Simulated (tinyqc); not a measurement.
## Permittivity and interlayer from two capacitances

Inverse problem. A two-layer stack has Cox = eps0/(t1/e1 + t2/e2) and EOT = 3.9 eps0/Cox. Find e2, the EOT of layer 1 and, with e1 given, t1.

Values chosen for this exercise: relative permittivity of layer 1 e1 = 8.81.

Constants: eps0 = 8.8541878128e-14 F/cm where lengths are in cm. Results are converted to the units shown.

Cox at t2 = 2 and 8 nm (uF/cm^2): [5.1591498, 1.9758574]

Solution. EOT is linear in t2 with slope 3.9/e2, and its intercept is the EOT of layer 1.

e2 = 21.7
EOT of layer 1 = 0.310 nm
t1 = 0.700 nm

Computed by the program tinyqc: `OMP_NUM_THREADS=1 python tinyqc.py 2010034 2010035 out.jsonl`, one thread of a shared Intel Xeon 2.30GHz, about 0.01 s for the whole run.
